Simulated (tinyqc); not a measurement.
Stretching all distances: RHF, UHF, MP2, CISD and CCSD against full CI in the 3-21g basis, for H2, spin multiplicity 1. Computed by the program tinyqc with PySCF. All coordinates are multiplied by the scale. c0^2 is the weight of the RHF determinant in the lowest singlet FCI state (UHF is spin-contaminated and may lie near states of higher spin) and n(LUMO) the first natural occupation beyond the occupied space.

Geometry (angstrom):

| atom | x | y | z |
|---|---|---|---|
| H | 0.0000 | 0.0000 | 0.0000 |
| H | 0.0000 | 0.0000 | 0.6850 |

Full CI energy (hartree) and errors against it (kcal/mol):

| scale | distance 1-2 (angstrom) | E(FCI) | RHF | UHF | MP2 | CISD | CCSD | <S^2> UHF | c0^2 | n(LUMO) |
|---|---|---|---|---|---|---|---|---|---|---|
| 0.9800 | 0.6713 | -1.143054 | 14.7565 | 14.7565 | 4.2908 | 0.0000 | 0.0000 | 0.0000 | 0.9877 | 0.0190 |
| 1.2200 | 0.8357 | -1.143863 | 16.9691 | 16.9691 | 5.5160 | 0.0000 | 0.0000 | 0.0000 | 0.9816 | 0.0327 |
| 1.4500 | 0.9932 | -1.124266 | 19.8524 | 19.8524 | 7.2474 | 0.0000 | 0.0000 | 0.0000 | 0.9720 | 0.0530 |
| 1.6900 | 1.1577 | -1.098585 | 23.9363 | 23.9363 | 9.7732 | 0.0000 | 0.0000 | 0.0000 | 0.9565 | 0.0845 |
| 1.9300 | 1.3220 | -1.073762 | 29.2754 | 25.9095 | 13.1032 | 0.0000 | 0.0000 | 0.3342 | 0.9339 | 0.1295 |
| 2.4000 | 1.6440 | -1.035067 | 43.5714 | 17.8520 | 21.9543 | 0.0000 | 0.0000 | 0.7425 | 0.8657 | 0.2642 |
| 2.6400 | 1.8084 | -1.021357 | 52.6362 | 12.8859 | 27.3851 | 0.0000 | 0.0000 | 0.8417 | 0.8202 | 0.3537 |

Estimate the missing row, scale = 2.17.

Computed row:
```
scale   distance 1-2 (angstrom)     E(FCI)      RHF      UHF      MP2    CISD    CCSD  <S^2> UHF    c0^2  n(LUMO)
2.1700                   1.4865  -1.052090  35.9485  22.6630  17.2597  0.0000  0.0000     0.5901  0.9031   0.1905
```

UHF parts from RHF first at scale 1.93 of those listed, where <S^2> leaves zero. The weight c0^2 goes from 0.99 to 0.82 and n(LUMO) from 0.02 to 0.35: static correlation grows as the bonds break into open-shell fragments. The spread of the error along the curve, which distorts its shape, is CISD 0.0, CCSD 0.0, UHF 13.0, MP2 23.1, RHF 37.9 kcal/mol. With two electrons CISD and CCSD are exact.
